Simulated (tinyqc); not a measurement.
Worked calculation: empirical pseudopotential in a few plane waves. Computed by tinyqc, a small Python program that keeps every step. Settings: plane-wave index or count = 15. Command: `OMP_NUM_THREADS=1 python tinyqc.py 24377 24378 out.jsonl` (the two numbers bound the seeds that draw the settings). One thread of a shared host (Intel(R) Xeon(R) Processor @ 2.60GHz), about 0.2 s of CPU time with the checks.

## Bloch Hamiltonian at G

Parameters chosen for this model: fcc lattice, atoms at +/- a/8 (1,1,1); form factors in rydberg at |G|^2 in units of (2 pi/a)^2:
```
parameter,value,unit
a,6.170000,angstrom
VS(3),-0.244000,Ry
VS(8),0.014000,Ry
VS(11),0.060000,Ry
VA(3),0.068000,Ry
VA(4),0.078000,Ry
VA(11),0.026000,Ry
hbar^2/2m (2 pi/a)^2,3.951048,eV
```

k point G (2 pi / a): 0  0  0

Basis: the 15 shortest G (labels in 2 pi/a), the same at every k. H(G,G') = c |k + G|^2 delta + VS(|G-G'|^2) cos((G-G').tau) + i VA sin((G-G').tau), tau = a/8 (1,1,1); 1 Ry = 13.605693 eV.

H(k) at G (eV), lower triangle (Hermitian):
```
,+0+0+0,-1-1-1,-1-1+1,-1+1-1,-1+1+1,+1-1-1,+1-1+1,+1+1-1,+1+1+1,-2+0+0,+0-2+0,+0+0-2,+0+0+2,+0+2+0,+2+0+0
+0+0+0,0.000000
-1-1-1,2.347445-0.654206i,11.853145
-1-1+1,-2.347445-0.654206i,0.000000+1.061244i,11.853145
-1+1-1,-2.347445-0.654206i,0.000000+1.061244i,0.190480,11.853145
-1+1+1,-2.347445+0.654206i,-0.190480,0.000000+1.061244i,0.000000+1.061244i,11.853145
+1-1-1,-2.347445-0.654206i,0.000000+1.061244i,0.190480,0.190480,0.000000,11.853145
+1-1+1,-2.347445+0.654206i,-0.190480,0.000000+1.061244i,0.000000,0.190480,0.000000+1.061244i,11.853145
+1+1-1,-2.347445+0.654206i,-0.190480,0.000000,0.000000+1.061244i,0.190480,0.000000+1.061244i,0.190480,11.853145
+1+1+1,2.347445+0.654206i,0.000000,-0.190480,-0.190480,0.000000+1.061244i,-0.190480,0.000000+1.061244i,0.000000+1.061244i,11.853145
-2+0+0,0.000000-1.061244i,-2.347445+0.654206i,-2.347445-0.654206i,-2.347445-0.654206i,2.347445-0.654206i,0.577241-0.250138i,-0.577241-0.250138i,-0.577241-0.250138i,-0.577241+0.250138i,15.804193
+0-2+0,0.000000-1.061244i,-2.347445+0.654206i,-2.347445-0.654206i,0.577241-0.250138i,-0.577241-0.250138i,-2.347445-0.654206i,2.347445-0.654206i,-0.577241-0.250138i,-0.577241+0.250138i,0.190480,15.804193
+0+0-2,0.000000-1.061244i,-2.347445+0.654206i,0.577241-0.250138i,-2.347445-0.654206i,-0.577241-0.250138i,-2.347445-0.654206i,-0.577241-0.250138i,2.347445-0.654206i,-0.577241+0.250138i,0.190480,0.190480,15.804193
+0+0+2,0.000000+1.061244i,-0.577241-0.250138i,2.347445+0.654206i,-0.577241+0.250138i,-2.347445+0.654206i,-0.577241+0.250138i,-2.347445+0.654206i,0.577241+0.250138i,-2.347445-0.654206i,-0.190480,-0.190480,0.000000,15.804193
+0+2+0,0.000000+1.061244i,-0.577241-0.250138i,-0.577241+0.250138i,2.347445+0.654206i,-2.347445+0.654206i,-0.577241+0.250138i,0.577241+0.250138i,-2.347445+0.654206i,-2.347445-0.654206i,-0.190480,0.000000,-0.190480,0.190480,15.804193
+2+0+0,0.000000+1.061244i,-0.577241-0.250138i,-0.577241+0.250138i,-0.577241+0.250138i,0.577241+0.250138i,2.347445+0.654206i,-2.347445+0.654206i,-2.347445+0.654206i,-2.347445-0.654206i,0.000000,-0.190480,-0.190480,0.190480,0.190480,15.804193
```

## Levels at G

Diagonalise the Hermitian matrix.

eigenvalues (eV): -4.614689  7.135759  7.135759  7.135759  8.589737  12.054963  12.054963  12.054963  15.423234  15.423234  16.390927  19.938801  19.938801  19.938801  21.049305

## Bands along a path

The same steps at evenly spaced points between the labelled ones.

Bands along the path (eV), lowest eight:
```
k,band 1,band 2,band 3,band 4,band 5,band 6,band 7,band 8
L,-3.284979,2.858345,6.875253,6.875253,10.007324,12.840953,12.840953,16.079267
L-G 0.20,-3.638405,3.271127,6.798055,6.798055,9.942945,12.729647,12.729647,15.406311
L-G 0.40,-4.015188,4.063341,6.837658,6.837658,9.992972,12.684432,12.684432,13.929364
L-G 0.60,-4.333877,5.121723,6.953546,6.953546,9.934871,12.506988,12.506988,12.627986
L-G 0.80,-4.542505,6.314228,7.079878,7.079878,9.307648,12.084993,12.202982,12.202982
G,-4.614689,7.135759,7.135759,7.135759,8.589737,12.054963,12.054963,12.054963
G-X 0.20,-4.518389,6.244636,6.967583,6.967583,9.575583,11.717607,12.436541,12.436541
G-X 0.40,-4.239420,5.032329,6.610687,6.610687,10.701100,11.272523,13.430001,13.430001
G-X 0.60,-3.811527,3.966088,6.288822,6.288822,10.360660,11.448585,14.668124,14.805951
G-X 0.80,-3.305103,3.146425,6.132548,6.132548,10.005044,11.158388,16.385715,16.437891
X,-2.843164,2.705113,6.205168,6.205168,9.899607,11.116417,18.283600,18.283600
```

With 4 band(s) filled, the highest filled level on these points lies at G and the lowest empty one at G: a gap of 1.4540 eV, direct. This holds for the small fixed basis; with all plane waves up to |k + G|^2 = 21 (2 pi/a)^2 the gap along the path is 1.75 eV.

## Convergence with the number of plane waves

Levels at G counted from the fourth one.

Levels (eV):
```
plane waves,level 1,level 5,level 8
9,-14.044696,1.101307,2.122488
15,-11.750448,1.453978,4.919204
27,-10.800572,1.752636,5.193359
51,-10.454819,1.686233,5.503945
59,-10.457342,1.731219,5.299140
65,-10.447287,1.719217,5.270307
89,-10.431568,1.728172,5.280581
```
